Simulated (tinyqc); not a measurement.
Junction parameters from two forward currents.

Problem. D(v) = J1 (exp(v/Vt) - 1) + J2 (exp(v/(2 Vt)) - 1). Find J1, J2 and the voltage 2 Vt ln(J2/J1) near which both parts are equal.

Inputs (values chosen for the exercise):
- T = 358 K (temperature)

Constants: q = 1.602176634e-19 C, kB = 1.380649e-23 J/K, Vt = kB T/q. Results are converted to the units shown.

junction voltages (V): [0.26, 0.62]
currents (uA/um): [3.7573396e-7, 4.3961011e-4]

Solution. The current is linear in J1 and J2, so two points give two equations.

J1 = 5.80e-13 uA/um
J2 = 5.60e-9 uA/um
crossover = 0.566 V

Numbers from tinyqc (`OMP_NUM_THREADS=1 python tinyqc.py 2182246 2182247 out.jsonl`; about 0.2 s on one thread of a shared Intel Xeon 2.30GHz).
